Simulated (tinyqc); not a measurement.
Square on-chip spiral inductor, lumped pi model: two steps of the calculation.

Outer diameter do = di + 2 n wd + 2 (n - 1) sp, mean da = (do + di)/2, fill p = (do - di)/(do + di), length l = 4 n da. L = 2.34 mu0 n^2 da/(1 + 2.75 p), mu0 = 4 pi 1e-7 H/m. Rs = rho l/(wd delta (1 - exp(-th/delta))), delta = sqrt(rho/(pi f mu0)). Cs = n wd^2 eps0 eo/hu across the coil. At each end Cox = l wd eps0 eo/(2 ho) leads to the substrate branch Rsi = 2 rs he/(l wd) in parallel with Csi = l wd eps0 11.7/(2 he). With one end grounded Y = 1/(Rs + i w L) + i w Cs + 1/[1/(i w Cox) + 1/(1/Rsi + i w Csi)], w = 2 pi f; Q = -Im Y/Re Y. Eddy currents in neighbouring turns and in the substrate are left out.

Inputs (values chosen for the exercise); values of the order met in silicon radio-frequency processes:

| symbol | value | unit | meaning |
|---|---|---|---|
| n | 2.5 |  | number of turns |
| wd | 15 | um | line width |
| sp | 2 | um | space between turns |
| di | 100 | um | inner diameter |
| th | 0.9 | um | metal thickness |
| rho | 2.2 | uohm cm | metal resistivity |
| ho | 3.4 | um | oxide below the coil |
| hu | 0.7 | um | oxide between coil and underpass |
| eo | 3.9 |  | relative permittivity of the oxide |
| rs | 1 | ohm cm | substrate resistivity |
| he | 80 | um | effective spreading depth in the substrate |
| f | 3 | GHz | frequency |

Constants: eps0 = 8.8541878128e-12 F/m. Results are converted to the units shown.

Task 1. Geometry and model elements. do, l, L, delta, Rs, Cs, Cox, Rsi and Csi as defined.

Find: do; l; L; delta; Rs; Cs; Cox; Rsi; Csi.

Result 1.

do = 181.00 um
l = 1405.0 um
L = 1.4404 nH
delta = 1.3629 um
Rs = 3.1282 ohm
Cs = 27.748 fF
Cox = 107.02 fF
Rsi = 75.919 ohm
Csi = 13.645 fF

Task 2. Admittance, quality factor and apparent inductance. Series branch 1/(Rs + i w L), substrate branch, total Y, Q = -Im Y/Re Y, apparent inductance Im(1/Y)/w, metal-only value w L/Rs, share of the loss in the substrate Re(substrate branch)/Re Y.

L = 1.4403675 nH
Rs = 3.1282060 ohm
Cs = 27.748392 fF
Cox = 107.02174 fF
Rsi = 75.919336 ohm
Csi = 13.645272 fF

Find: series branch; substrate branch; Y; Q; apparent inductance; w L/Rs; share of the loss in the substrate.

Result 2.

series branch = 4.188-36.349i mS
substrate branch = 0.3000+1.9655i mS
Y = 4.488-33.861i mS
Q = 7.5445
apparent inductance = 1.5397 nH
w L/Rs = 8.6792
share of the loss in the substrate = 6.6846 %

Q is 86.9 % of the metal-only value.

Program tinyqc, `OMP_NUM_THREADS=1 python tinyqc.py 2302094 2302095 out.jsonl`; Intel Xeon 2.30GHz, shared host, one thread, about 0.01 s.
